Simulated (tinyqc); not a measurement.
# Changing the coupling Delta_1

Model: valley-orbit splitting of a donor ground state, with strain. Computed by tinyqc, a small Python program. Command: `OMP_NUM_THREADS=1 python tinyqc.py 3016527 3016528 out.jsonl valleyorbit sweep`. One thread of a shared host (Intel(R) Xeon(R) Processor @ 2.30GHz), about 0.01 s of CPU time with the checks.

The basis is the 1s envelope in each valley; energies are counted from the unstrained conduction-band edge. The strain is e_s (a a^T - 1/3) for the unit stress axis a, so valley j along n_j moves by Xi_u e_s w_j with w_j = (n_j.a)^2 - 1/3: +1/3 for [111] and [-1-11], -1/3 for the others.

Inputs (values chosen for the exercise, for a model many-valley semiconductor):
```
quantity                             value  unit
single-valley binding energy E_0      8.61   meV
central-cell shift Lambda             0.56   meV
shear deformation potential Xi_u      16.4    eV
shear strain e_s                  -6.8e-05     -
```

Valleys: four along <111>. Stress axis: [110].

Method:
- By symmetry: E(A1) = E_0 + Lambda + 3 Delta_1 (one state), E(T2) = E_0 + Lambda - Delta_1 (three), as binding energies.
- H_jj = -(E_0 + Lambda) + Xi_u e_s w_j; H_jk = -Delta_1 between any two valleys.
- Diagonalise H; the ground vector has positive components. The density at the nucleus, and so the contact hyperfine coupling, scales as (sum_j c_j)^2/(number of valleys), which is 1 without strain; the envelopes are held fixed.
- The binding energy is counted from the lowest valley edge, min_j Xi_u e_s w_j; the gap is from the ground state to the next level.

One run for each value; columns: (1) coupling Delta_1 (meV); (2) E(A1) (meV); (3) E(T2) (meV); (4) hyperfine ratio A/A_0; (5) binding energy under strain (meV); (6) gap to the first excited state (meV):
```
(1)     (2)   (3)     (4)    (5)    (6)
0.19   9.74  8.98  0.8574   9.52  0.540
0.28  10.01  8.89  0.9166   9.75  0.860
0.40  10.37  8.77  0.9534  10.08  1.310
0.57  10.88  8.60  0.9754  10.57  1.967
0.81  11.60  8.36  0.9873  11.27  2.910
1.20  12.77  7.97  0.9941  12.43  4.457
1.70  14.27  7.47  0.9970  13.92  6.449
2.40  16.37  6.77  0.9985  16.01  9.243
```

Over the rows, E(A1) (meV) rises from 9.74 to 16.4 (exponent d ln y / d ln x 0.071 between the first rows and 0.40 between the last); E(T2) (meV) falls from 8.98 to 6.77 (exponent d ln y / d ln x -0.026 between the first rows and -0.29 between the last); hyperfine ratio A/A_0 rises from 0.857 to 0.999 (exponent d ln y / d ln x 0.17 between the first rows and 0.0043 between the last). A larger valley-orbit coupling resists the strain, so A/A_0 moves back towards 1.

Extremes, crossings and ranges named in words are read from the listed rows.
